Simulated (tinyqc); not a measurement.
Orbital energy against energy difference: ionisation energy by orbital energies and by energy differences in the cc-pvdz basis, for BeH2, spin multiplicity 1. Computed by the program tinyqc with PySCF. The cation is unrestricted; errors are against CCSD(T) in this basis, not against experiment.

Geometry (angstrom):
```
atom       x        y       z
Be    0.0000   0.0000  0.0000
H     0.0000   1.2790  0.0930
H     0.0000  -1.2320  0.0890
```

CCSD(T) difference in the same basis = 12.1479 eV

IP-EOM-CCSD = 12.1776 eV

First vertical ionisation energy (eV):
```
method   -e(HOMO)  E(cation) - E  error of -e(HOMO)  error of the difference
HF         12.386       11.47774              0.238                   -0.670
LDA         7.525       11.79909             -4.623                   -0.349
PBE         7.541       11.82292             -4.607                   -0.325
B3LYP       8.742       12.06928             -3.406                   -0.079
PBE0        8.923       12.00082             -3.225                   -0.147
LC-wPBE    11.899       12.30805             -0.249                    0.160
```

Estimate the missing row, method = CAM-B3LYP.

Computed row:
```
method     -e(HOMO)  E(cation) - E  error of -e(HOMO)  error of the difference
CAM-B3LYP    10.438       12.16476             -1.710                    0.017
```

Koopmans errs by +0.24 eV and Delta-HF by -0.67 eV: relaxation, 0.91 eV, lowers the value and the missing correlation difference works against it. The PBE level is off by -4.6 eV through the wrong tail of its potential, though its energy difference is off by -0.33 eV; exact exchange deepens the level, and among the orbital energies HF comes closest; among the differences CAM-B3LYP does.
